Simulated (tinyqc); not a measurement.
## Narrowing from the saturation current

Question. A uniform n-type emitter has J0 = (q p0 D/L)(s + tanh(W/L))/(1 + s tanh(W/L)), D = mup Vt, s = S L/D, and p0 = (ni^2/N) exp(dE_app/kB T), where dE_app = dEg + kB T ln[(N/Nc) exp(-eta)]. Find p0, dE_app and dEg.

Values chosen for this exercise; band and dielectric values close to those of germanium:
```
symbol,value,unit,meaning
T,400,K,temperature
Nc,1.6e19,cm^-3,conduction-band density of states at 400 K
N,2.7e18,cm^-3,ionised donor density
mup,140,cm^2/(V s),minority-hole mobility
W,890,nm,emitter width
S,2400,cm/s,recombination velocity at the contact
```

Constants: q = 1.602176634e-19 C, kB = 1.380649e-23 J/K, Vt = kB T/q. Results are converted to the units shown.

J0 = 2.2160957e11 fA/cm^2
L = 8148.7190 nm
ni = 7.6822348e14 cm^-3
converged eta = -1.7198151

Solution. J0 gives p0, its ratio to ni^2/N gives dE_app, and the degeneracy term is taken off.

p0 = 4.744e11 cm^-3
dE_app = 26.71 meV
dEg = 28.76 meV

Program tinyqc, `OMP_NUM_THREADS=1 python tinyqc.py 2330152 2330153 out.jsonl`; Intel Xeon 2.30GHz, shared host, one thread, about 0.01 s.
